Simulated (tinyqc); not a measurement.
Capacitance measurement on a leaky thin oxide: effects of series resistance and leakage: one step of the calculation.

The device is a capacitance C in parallel with a leakage conductance G, in series with Rs and Ls. An impedance meter reports either a parallel pair (Cp, Gp) from Y = 1/Z = Gp + i w Cp or a series pair (Cs, Rm) from Z = Rm + 1/(i w Cs); w = 2 pi f, dissipation D = Gp/(w |Cp|).

Question. True capacitance and conductance. EOT = 3.9 tox/eox; CET = EOT + zc + zp; C = 3.9 eps0 A/CET; G = Jg A/Vs.

Parameters, values chosen for the exercise; values of the order met in thin-oxide MOS capacitors:
```
symbol   value    unit                                                                 meaning
eox        3.9          relative permittivity of the gate insulator (close to silicon dioxide)
tox        3.2      nm                                                     insulator thickness
A         2500    um^2                                                               gate area
zc        0.41      nm              oxide-equivalent thickness added by the accumulation layer
zp        0.39      nm                      oxide-equivalent thickness added by gate depletion
Jg      0.0016  A/cm^2              gate leakage current density, not matched to the thickness
Vs        0.25       V                               voltage for an e-fold rise of the leakage
```

Constants: eps0 = 8.8541878128e-14 F/cm where lengths are in cm. Results are converted to the units shown.

Find: EOT; CET; C; G.

Answer.

EOT = 3.200 nm
CET = 4.000 nm
C = 21.58 pF
G = 0.1600 uS

Numbers from tinyqc (`OMP_NUM_THREADS=1 python tinyqc.py 2022021 2022022 out.jsonl`; about 0.01 s on one thread of a shared Intel Xeon 2.30GHz).
